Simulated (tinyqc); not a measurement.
Read current of a NAND string, cells in series solved by shooting: one step of the calculation.

Cells in series, numbered from 0 at the source line (0 V) to the bit line, each followed by a gap resistance Rg. A cell with gate Vg, threshold VT, source Vs and drain Vd passes I = 2 nf K Vt^2 [F(Vs) - F(Vd)]/(1 + th max(Vg - VT, 0)), F(V) = ln^2(1 + exp((Vg - VT - nf V)/(2 nf Vt))). The selected cell has Vg = Vr, the others Vg = Vp.

Problem. Node voltages for a trial current. For a trial current I start at 0 V and, cell by cell (the selected one is cell 1), solve for the drain: sqrt(F(Vd)) = sqrt(F(Vs) - I/k), k = 2 nf K Vt^2/(1 + th max(Vg - VT, 0)), Vd = [Vg - VT - 2 nf Vt ln(exp(sqrt F) - 1)]/nf, then add I Rg.

Parameters, values chosen for the exercise; values of the order met in vertical NAND strings: temperature T = 358 K; gain factor of a cell K = 20 uA/V^2; slope factor nf = 1.7; mobility reduction factor th = 0.17 1/V; resistance of the gap between cells Rg = 5.1 kohm; bit-line voltage Vbl = 0.7 V; pass voltage Vp = 7.7 V; read voltage on the selected word line Vr = 2.61 V.

Constants: q = 1.602176634e-19 C, kB = 1.380649e-23 J/K, Vt = kB T/q. Results are converted to the units shown.

second trial current = 3.1 uA

| cell | thresholds from the source end (V) |
|---|---|
| 0 | -0.8 |
| 1 | 1.4 |
| 2 | 4.2 |
| 3 | -0.8 |
| 4 | -0.8 |
| 5 | 4.2 |

Give: node voltage after each cell and gap, trial 2.

Solution.

| cell | node voltage after each cell and gap, trial 2 (V) |
|---|---|
| 0 | 0.060596 |
| 1 | 0.27577 |
| 2 | 0.37510 |
| 3 | 0.43937 |
| 4 | 0.50432 |
| 5 | 0.61668 |

Program tinyqc, `OMP_NUM_THREADS=1 python tinyqc.py 2142016 2142017 out.jsonl`; Intel Xeon 2.30GHz, shared host, one thread, about 0.7 s.
